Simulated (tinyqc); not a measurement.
MP2 on RHF in the 6-31g basis, for H3+, spin multiplicity 1, step by step. One step of it, computed by the program tinyqc.

Problem. Iteration 5 (converged): orbitals. Diagonalise F' = X^T F X, C = X C', fill 1 alpha and 1 beta electrons from the bottom; D = 2 C_occ C_occ^T. Each column has its largest component positive (the first on a tie).

converged F (hartree), lower triangle:
```
           1H 1s      1H 2s      2H 1s      2H 2s      3H 1s      3H 2s
1H 1s  -0.385241
1H 2s  -0.721024  -0.723274
2H 1s  -0.500604  -0.591685  -0.385420
2H 2s  -0.591615  -0.680049  -0.721192  -0.723405
3H 1s  -0.500257  -0.591439  -0.500615  -0.591622  -0.385247
3H 2s  -0.591437  -0.679923  -0.591691  -0.680053  -0.721029  -0.723278
```

X:
```
               1          2          3          4          5         6
1H 1s   0.395906  -0.706802   0.724419  -0.389023   0.694324  0.179021
1H 2s  -0.924848   1.650272  -0.514128  -0.166628   0.297379  0.252201
2H 1s  -0.809975   0.010541   0.724220   0.796110  -0.010360  0.179061
2H 2s   1.892179  -0.024612  -0.514298   0.340690  -0.004433  0.252232
3H 1s   0.414165   0.696257   0.724413  -0.406972  -0.683968  0.179022
3H 2s  -0.967502  -1.625653  -0.514133  -0.174312  -0.292935  0.252202
```

Give: F' = X^T F X; orbital energies; coefficients C; D after iteration 5.

Solution.

F' = X^T F X (hartree), lower triangle:
```
        1       2       3       4       5       6
1   0.476
2   0.000   0.476
3   0.000   0.000   0.421
4  -0.392   0.000   0.000  -0.003
5   0.000  -0.392   0.000   0.000  -0.004
6   0.000   0.000  -0.247   0.000   0.000  -1.047
```

orbital energies (hartree): MO1 -1.087, MO2 -0.223, MO3 -0.223, MO4 0.461, MO5 0.696, MO6 0.696

coefficients C:
```
         MO1     MO2     MO3     MO4     MO5     MO6
1H 1s  0.294   0.260  -0.146   0.686  -0.956   0.536
1H 2s  0.166   1.066  -0.598  -0.548   1.294  -0.725
2H 1s  0.294  -0.004   0.298   0.686   0.014  -1.096
2H 2s  0.166  -0.016   1.223  -0.549  -0.019   1.483
3H 1s  0.294  -0.256  -0.152   0.686   0.942   0.561
3H 2s  0.166  -1.050  -0.625  -0.548  -1.275  -0.759
```

D after iteration 5, lower triangle:
```
       1H 1s  1H 2s  2H 1s  2H 2s  3H 1s  3H 2s
1H 1s  0.172
1H 2s  0.097  0.055
2H 1s  0.172  0.097  0.172
2H 2s  0.097  0.055  0.097  0.055
3H 1s  0.172  0.097  0.172  0.097  0.172
3H 2s  0.097  0.055  0.097  0.055  0.097  0.055
```
